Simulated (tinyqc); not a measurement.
Inside a calculation. Method: ROHF in the 6-311g basis, for H2, spin multiplicity 3. One step of it, computed by the program tinyqc.

Question. Iteration 4: DIIS coefficients. Solve [B -1; -1 0][c; lambda] = [0; -1] for the coefficients, which sum to one.

B (overlaps of the stored error matrices):
```
               1              2              3
1  1.3339061e-03  7.4319923e-05  2.1338869e-05
2  7.4319923e-05  1.9785612e-05  1.8154427e-06
3  2.1338869e-05  1.8154427e-06  4.9017816e-07
```

Give: DIIS coefficients.

Answer.

DIIS coefficients: -0.015  -0.034  1.049
